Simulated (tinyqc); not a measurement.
Pump-down curve: gas flow in a process chamber: flow regimes, conductance, effective pumping speed, pump-down, outgassing and purge. Computed by tinyqc, a small Python program. Command: `OMP_NUM_THREADS=1 python tinyqc.py 3120837 3120838 out.jsonl pump walk`. One thread of a shared host (Intel(R) Xeon(R) Processor @ 2.30GHz), about 0.07 s of CPU time with the checks.

Ideal gas, isothermal flow, a pump of constant speed at the end of a round pipe; process gas, volume gas and outgassing are given the same properties. 1 sccm = 101325 Pa x 1e-6 m^3/60 s x T/273.15 K.

Inputs (values chosen for the exercise, modelled on oxygen near room temperature):

| quantity | value | unit |
|---|---|---|
| molar mass M | 32 | g/mol |
| molecular diameter | 0.36 | nm |
| viscosity eta | 20.6 | micropascal s |
| temperature T | 350 | K |
| chamber volume V | 250 | L |
| wall area | 1.2 | m^2 |
| pipe diameter d | 10 | cm |
| pipe length l | 90 | cm |
| pump speed S | 120 | L/s |
| outgassing rate after 1 h | 1e-06 | Pa m^3/(s m^2) |
| outgassing exponent n | 1.1 | - |
| starting pressure p0 | 120 | Pa |

Constants: k_B = 1.380649e-23 J/K; u = 1.6605390666e-27 kg.

Method:
- Mean speed c = sqrt(8 k_B T/(pi m)); aperture conductance C_a = c pi d^2/16; molecular pipe C_m = C_a/(1 + 3 l/(4 d)) (Dushman form); viscous pipe C_v = pi d^4 p_mean/(128 eta l); Knudsen interpolation C = C_v + C_m (1 + x)/(1 + 1.24 x), x = d p_mean sqrt(m/(k_B T))/eta.
- Effective speed 1/S_eff = 1/S + 1/C_m; time constant V/S_eff; pressure at which the free path k_B T/(sqrt2 pi d_m^2 p) equals d.
- Pump-down: V dp/dt = -S_eff(p) p + q(t) A, with S_eff = S p_2/p, where p_2 solves C((p + p_2)/2) (p - p_2) = S p_2 at each moment, and q(t) = q_1 (1 h/(t + 10 s))^n; integrated adaptively. At long times p = q(t) A/S_eff.
- S_eff(p) is tabulated at 260 pressures and interpolated in ln p. Comparison columns: p0 exp(-t/time constant) with the molecular S_eff (0 below 1e-26 p0), and the outgassing limit.

time constant = 4.13386 s

S_eff in molecular flow = 60.4762 L/s

Pressure against time:

| t (s) | p (Pa) | S_eff (L/s) | volume gas only (Pa) | outgassing limit (Pa) |
|---|---|---|---|---|
| 0.3 | 1.0403e+02 | 118.97 | 1.1160e+02 | 1.2457e-02 |
| 1 | 7.4598e+01 | 118.56 | 9.4216e+01 | 1.1588e-02 |
| 3 | 2.9110e+01 | 116.41 | 5.8077e+01 | 9.6426e-03 |
| 10 | 1.6147e+00 | 84.08 | 1.0681e+01 | 6.0034e-03 |
| 30 | 1.3450e-02 | 59.82 | 8.4615e-02 | 2.8007e-03 |
| 100 | 9.6295e-04 | 60.42 | 3.7445e-09 | 9.2045e-04 |
| 300 | 2.9900e-04 | 60.46 | 0 | 2.9446e-04 |
| 1000 | 8.0683e-05 | 60.47 | 0 | 8.0311e-05 |
| 3600 | 1.9807e-05 | 60.47 | 0 | 1.9782e-05 |
| 20000 | 3.0079e-06 | 60.48 | 0 | 3.0072e-06 |
| 100000 | 5.1227e-07 | 60.48 | 0 | 5.1225e-07 |

What follows from these numbers?

From t = 100 s on the pressure is within 20 % of the outgassing limit, which falls only as (t + 10 s)^-1.1: walls, not volume, set the time to base pressure. Early on viscous flow raises S_eff to 119 L/s, 2.0 times its molecular value.
